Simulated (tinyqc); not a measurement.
Sheet resistance and Hall data of a diffused or implanted layer. From junction depth x_j back to background doping N_B (opposite type). Computed by tinyqc, a small Python program. Command: `OMP_NUM_THREADS=1 python tinyqc.py 3019696 3019697 out.jsonl layer inv`. One thread of a shared host (Intel(R) Xeon(R) Processor @ 2.30GHz), about 0.01 s of CPU time with the checks.

Carriers are taken equal to the net active doping down to the junction (full ionisation, which deep dopants in wide-gap hosts do not reach; no spill-over, no depletion), and the Hall factor is 1.

Inputs (values chosen for the exercise, modelled on nitrogen in 4H-SiC): peak concentration N_0 = 4.6e+17 1/cm^3; length scale l = 130 nm; projected range R_p = 400 nm.

Profile: buried Gaussian (implant). Activation: complete.

Method. N(x) = N_0 exp(-(x - R_p)^2/(2 l^2)) for x > 0, dose N_0 l sqrt(pi/2) erfc(-R_p/(l sqrt 2)), junction x_j = R_p + l sqrt(2 ln(N_0/N_B)); the layer starts at x_0 = max(0, 2 R_p - x_j).

Task: A run gave the result below. Find the background doping N_B (opposite type), known to lie between 1.1e+14 and 3e+14 1/cm^3.

junction depth x_j = 916.5947 nm

Result:

Each step takes the trial c = (a f_b - b f_a)/(f_b - f_a), f being the result less the target and a, b, c the logarithms of the listed values; c replaces end b, the old b replaces a if the sign of f changed, and otherwise f_a is halved.

Scan of the range:

| background doping N_B (opposite type) (1/cm^3) | junction depth x_j (nm) |
|---|---|
| 1.10e+14 | 930.887 |
| 1.30e+14 | 925.543 |
| 1.54e+14 | 920.066 |
| 1.82e+14 | 914.609 |
| 2.15e+14 | 909.107 |
| 2.54e+14 | 903.543 |
| 3.00e+14 | 897.925 |

False position (Illinois rule, in the logarithm of the input) inside the bracket:

| step | end a | end b | trial | junction depth x_j (nm) |
|---|---|---|---|---|
| 1 | 1.54000e+14 | 1.82000e+14 | 1.71265e+14 | 916.601 |
| 2 | 1.82000e+14 | 1.71265e+14 | 1.71300e+14 | 916.595 |
| 3 | 1.82000e+14 | 1.71300e+14 | 1.71300e+14 | 916.595 |
| 4 | 1.71300e+14 | 1.71300e+14 | 1.71300e+14 | 916.595 |

Junction depth x_j falls at every point of a 13-point scan of the range (every second point is shown), so one value fits; it is bracketed by 1.54e14 and 1.82e14. Answer: background doping N_B (opposite type) = 1.713e14 1/cm^3.
